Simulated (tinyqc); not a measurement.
The whole curve: space-charge-limited current through a thin insulating or semi-insulating film with traps. Computed by tinyqc, a small Python program. Command: `OMP_NUM_THREADS=1 python tinyqc.py 3000857 3000858 out.jsonl sclc walk`. One thread of a shared host (Intel(R) Xeon(R) Processor @ 2.30GHz), about 0.01 s of CPU time with the checks.

One ohmic injecting contact at x = 0 (field zero), drift only, non-degenerate free carriers.

Inputs (values chosen for the exercise, modelled on semi-insulating GaN): permittivity eps = 9.7; band mobility mu = 250 cm^2/(V s); effective density of states N_c = 2.1e+18 1/cm^3; trap density N_t = 6.1e+16 1/cm^3; equilibrium Fermi level below the band edge, E_0 = 0.78 eV; thickness d = 310 nm; temperature T = 400 K; characteristic temperature T_c = 900 K.

Traps: exponential tail.

Constants: k_B = 8.617333262e-05 eV/K; eps_0 = 8.8541878128e-12 F/m; e = 1.602176634e-19 C.

Method:
- Free density n_0 = N_c exp(-E_0/k_B T) in equilibrium; trapped density n_t(n) = N_t (n/N_c)^(T/T_c) (the low-temperature form).
- J = e mu n F and (eps eps_0/e) dF/dx = n - n_0 + n_t(n) - n_t(n_0) = rho(n). With F = J/(e mu n): d = (eps eps_0 J/(e^2 mu)) I_1 and V = (eps eps_0 J^2/(e^3 mu^2)) I_2, I_k = int_(n_L)^infinity dn/(n^(k+1) rho(n)), n_L the density at the anode; with u = n_L/n, 200 Gauss-Legendre points in t, u = 1 - (1 - t)^2.
- The last column is d ln J/d ln V up to the next row.

Current against voltage:
```
n_L (1/cm^3)       V (V)  J (A/cm^2)   slope
3.30e+08      7.1766e-05  3.8515e-08  1.9524
2.10e+09      6.5011e-04  2.8460e-06  2.7951
1.30e+10      1.8251e-03  5.0960e-05  3.0485
8.30e+10      4.5331e-03  8.1612e-04  3.1414
5.20e+11      1.0692e-02  1.2092e-02  3.1458
3.30e+12      2.5272e-02  1.8099e-01  3.0650
2.10e+13      6.1672e-02  2.7874e+00  2.8790
1.30e+14      1.6122e-01  4.4333e+01  2.6044
8.30e+14      5.0354e-01  8.6077e+02  2.3336
5.30e+15      1.9812e+00  2.1045e+04  2.1529
3.30e+16      9.5261e+00  6.1859e+05  2.0619
2.10e+17      5.3956e+01  2.2093e+07       -
```

The slope starts at 1.95, peaks at 3.1 between 0.0107 and 0.0253 V and ends at 2.06. Rows below 0.34 V (10 k_B T/e) are formal, since diffusion from the contact rules there. Self-heating is left out, although J V exceeds 1e5 W/cm^2 at the last row. The last rows ignore velocity saturation (mu V/d above 1e7 cm/s). An exponential tail gives the power law T_c/T + 1 = 3.25, which the middle rows approach.

Extremes, crossings and ranges named in words are read from the listed rows.
